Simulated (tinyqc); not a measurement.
Gain against electron density: polytypes and stacking faults of a tetrahedral semiconductor in an axial Ising model with couplings up to third neighbours. Computed by tinyqc, a small Python program. Command: `OMP_NUM_THREADS=1 python tinyqc.py 3019420 3019421 out.jsonl polytype walk`. One thread of a shared host (Intel(R) Xeon(R) Processor @ 2.30GHz), about 0.01 s of CPU time with the checks.

Each double layer has s = +1 or -1 for the sense of its stacking step; E per pair of atoms = E0 - sum_n J_n <s_i s_(i+n)>, n = 1, 2, 3. Hexagonality h = (1 - <s_i s_(i+1)>)/2.

Inputs (values chosen for the exercise, for a model crystal):

| quantity | value | unit |
|---|---|---|
| J1 | 0.831 | meV/pair |
| J2 | -3.09 | meV/pair |
| J3 | -0.19 | meV/pair |
| basal lattice constant a | 3.08 | angstrom |
| binding energy of the fault level E_b | 0.16 | eV |
| in-plane mass m | 0.45 | m0 |
| effective density of states N_c at 300 K | 1.4e+19 | 1/cm^3 |
| temperature T | 650 | K |

Host polytype: 6H.

Constants: 1 eV/angstrom^2 = 16.02176634 J/m^2; m_0 = 9.1093837015e-31 kg; hbar = 1.054571817e-34 J s; k_B = 1.380649e-23 J/K; k_B = 8.617333262e-05 eV/K.

Method. Faults in 6H: the sequences single Shockley (42) (++++--), Frank-type (32) (+++--), Frank-type (43) (++++---) are put between perfect repeats; k_n = (layers x C_n of the host) - sum_i s_i s_(i+n). gamma = sum k_n J_n/A, A = (sqrt 3/2) a^2; 1 meV/angstrom^2 = 16.02177 mJ/m^2. The fault binds electrons in a two-dimensional band E_b below the conduction edge, g2 = m m0/(pi hbar^2) for one valley. With the Fermi level held by the bulk, eta = ln[n/N_c(T)], N_c(T) = N_c (T/300)^1.5, the grand potential falls by g2 (k_B T)^2 F1(x), x = eta + E_b/(k_B T), F1(x) = integral from 0 to infinity of ln(1 + exp(x - t)) dt; sheet density g2 k_B T ln(1 + e^x). Band bending by the trapped charge is left out, so the gain is an upper bound.

fault coefficients k_n:
```
                            J1        J2        J3
single Shockley (42)   0.00000   0.00000  -4.00000
Frank-type (32)        0.66667   1.33333  -2.00000
Frank-type (43)       -0.66667  -1.33333  -2.00000
```

energy of the glide fault, single Shockley (42) = 1.48215 mJ/m^2

At T:

| n (1/cm^3) | x | sheet density (1/cm^2) | gain (mJ/m^2) | gain/gamma | gain/gamma at T + 200 K |
|---|---|---|---|---|---|
| 1.00e+14 | -10.153 | 4.1033e+08 | 3.6824e-05 | 2.4845e-05 | 1.4508e-05 |
| 1.00e+15 | -7.850 | 4.1026e+09 | 3.6821e-04 | 2.4843e-04 | 1.4507e-04 |
| 1.00e+16 | -5.548 | 4.0954e+10 | 3.6789e-03 | 2.4821e-03 | 1.4503e-03 |
| 1.00e+17 | -3.245 | 4.0254e+11 | 3.6472e-02 | 2.4607e-02 | 1.4460e-02 |
| 1.00e+18 | -0.942 | 3.4651e+12 | 3.3749e-01 | 2.2770e-01 | 1.4052e-01 |
| 5.00e+18 | 0.667 | 1.1385e+13 | 1.3308e+00 | 8.9786e-01 | 6.3097e-01 |
| 2.00e+19 | 2.053 | 2.2892e+13 | 3.4288e+00 | 2.3134e+00 | 1.9392e+00 |

What follows from these numbers?

For x well below 0 the gain is k_B T times the sheet density and linear in n; for x well above 0 the well fills and the gain grows only about as x^2. It passes the fault energy from n = 2.0e19 /cm^3 on; 200 K more changes it by a factor 0.58 at 1e16, so faults opened by injected carriers can shrink on heating.
